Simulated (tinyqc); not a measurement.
Worked calculation: LDA (VWN5) atom on a uniform radial grid, spin-unpolarised, for B(2+). Computed by tinyqc, a small Python program that keeps every step. Settings: Z = 5, points = 64, R = 9.1, functional = lda,vwn, mixing = 1.0, iteration cap = 84. Command: `OMP_NUM_THREADS=1 python tinyqc.py 29570 29571 out.jsonl` (the two numbers bound the seeds that draw the settings). One thread of a shared host (Intel(R) Xeon(R) Processor @ 2.60GHz), about 0.02 s of CPU time with the checks. Later iterations appear only in the table of the cycle.

## Iteration 1

Spherical atom on a uniform radial grid r_j = j h with h = R/(N + 1), h sum u^2 = 1 and integrals as h times sums, u(0) = u(R) = 0 (atomic units):
```
parameter           value
Z                       5
points N               64
R                9.100000
h                0.140000
mixing           1.000000
electrons in 1s         2
electrons in 2s         1
```

Three-point differences turn -u''/2 + [l(l+1)/2r^2 - Z/r + V] u = e u into a tridiagonal matrix (diagonal 1/h^2 + potential, off-diagonal -1/2h^2). D = sum f u^2; the Hartree potential y/r solves y'' = -D/r with y(0) = 0, y(R) = N_e; v_xc comes from rho = D/(4 pi r^2); E = sum f e - int D V + int D (V_H/2 + eps_xc); V(new) = V + mixing (V_H + v_xc - V).

eigenvalues (hartree): 1s -11.257937, 2s -3.034745

Every 4th grid point:
```
r             V in     u(1s)      u(2s)         D       V_H       v_xc
0.560000  0.000000  0.832872  -0.371096  1.525065  4.430139  -0.789442
1.120000  0.000000  0.122408  -0.961206  0.953884  2.554917  -0.443519
1.680000  0.000000  0.013493  -0.659164  0.434861  1.770827  -0.272341
2.240000  0.000000  0.001322  -0.321958  0.103660  1.337723  -0.148736
2.800000  0.000000  0.000121  -0.133411  0.017798  1.071279  -0.076935
3.360000  0.000000  0.000011  -0.050123  0.002512  0.892844  -0.038347
3.920000  0.000000  9.18e-07  -0.017642  0.000311  0.765305  -0.018478
4.480000  0.000000  7.71e-08  -0.005927  0.000035  0.669643  -0.008624
5.040000  0.000000  6.37e-09  -0.001923  3.70e-06  0.595238  -0.003915
5.600000  0.000000  5.20e-10  -0.000607  3.68e-07  0.535714  -0.001739
6.160000  0.000000  4.21e-11  -0.000187  3.51e-08  0.487013  -0.000759
6.720000  0.000000         0  -0.000057  3.23e-09  0.446429  -0.000327
7.280000  0.000000         0  -0.000017  2.89e-10  0.412088  -0.000140
7.840000  0.000000         0  -5.00e-06  2.50e-11  0.382653  -0.000059
8.400000  0.000000         0  -1.40e-06         0  0.357143  -0.000024
8.960000  0.000000         0  -1.96e-07         0  0.334821   0.000000
```

total energy = -20.26934652 hartree

## Iteration 2

As before.

eigenvalues (hartree): 1s -6.202999, 2s -1.003746

Every 4th grid point:
```
r             V in     u(1s)      u(2s)         D       V_H       v_xc
0.560000  3.640697  0.936844  -0.081503  1.761996  4.119161  -0.826045
1.120000  2.111397  0.216855  -0.707419  0.594494  2.401588  -0.383571
1.680000  1.498487  0.040393  -0.775015  0.603911  1.715228  -0.300902
2.240000  1.188987  0.006881  -0.597877  0.357551  1.322068  -0.215710
2.800000  0.994344  0.001117  -0.394277  0.155457  1.067376  -0.146920
3.360000  0.854496  0.000176  -0.238352  0.056812  0.891927  -0.097555
3.920000  0.746827  0.000027  -0.136518  0.018637  0.765096  -0.063797
4.480000  0.661019  4.16e-06  -0.075406  0.005686  0.669596  -0.041243
5.040000  0.591323  6.30e-07  -0.040582  0.001647  0.595228  -0.026386
5.600000  0.533975  9.47e-08  -0.021415  0.000459  0.535712  -0.016712
6.160000  0.486254  1.42e-08  -0.011123  0.000124  0.487013  -0.010482
6.720000  0.446101  2.11e-09  -0.005697  0.000032  0.446428  -0.006512
7.280000  0.411948  3.12e-10  -0.002870  0.000008  0.412088  -0.003999
7.840000  0.382594  4.61e-11  -0.001397  1.95e-06  0.382653  -0.002399
8.400000  0.357119         0  -0.000602  3.63e-07  0.357143  -0.001329
8.960000  0.334821         0  -0.000107  1.15e-08  0.334821  -0.000411
```

total energy = -20.71373624 hartree

## Convergence

Stop when input and output potentials agree to 1e-7.

Course of the cycle (hartree):
```
iteration             E       e(1s)      e(2s)  largest |V(out) - V(in)|
1          -20.26934652  -11.257937  -3.034745                  6.64e+00
2          -20.71373624   -6.202999  -1.003746                  9.67e-01
3          -20.72500586   -6.789510  -1.120295                  1.64e-01
4          -20.72535346   -6.695528  -1.106360                  2.88e-02
5          -20.72536420   -6.711906  -1.108772                  5.06e-03
6          -20.72536453   -6.709034  -1.108353                  8.90e-04
7          -20.72536454   -6.709539  -1.108427                  1.56e-04
8          -20.72536454   -6.709450  -1.108414                  2.75e-05
9          -20.72536454   -6.709465  -1.108416                  4.84e-06
10         -20.72536454   -6.709463  -1.108415                  8.50e-07
11         -20.72536454   -6.709463  -1.108416                  1.49e-07
12         -20.72536454   -6.709463  -1.108416                  2.63e-08
```

Converged in 12 iterations. A uniform grid resolves the cusp poorly: for a bare nucleus this grid gives 1s at -11.25794 against -Z^2/2 = -12.5 hartree. Before convergence this energy mixes input and output and is not variational, so it may rise towards its limit.
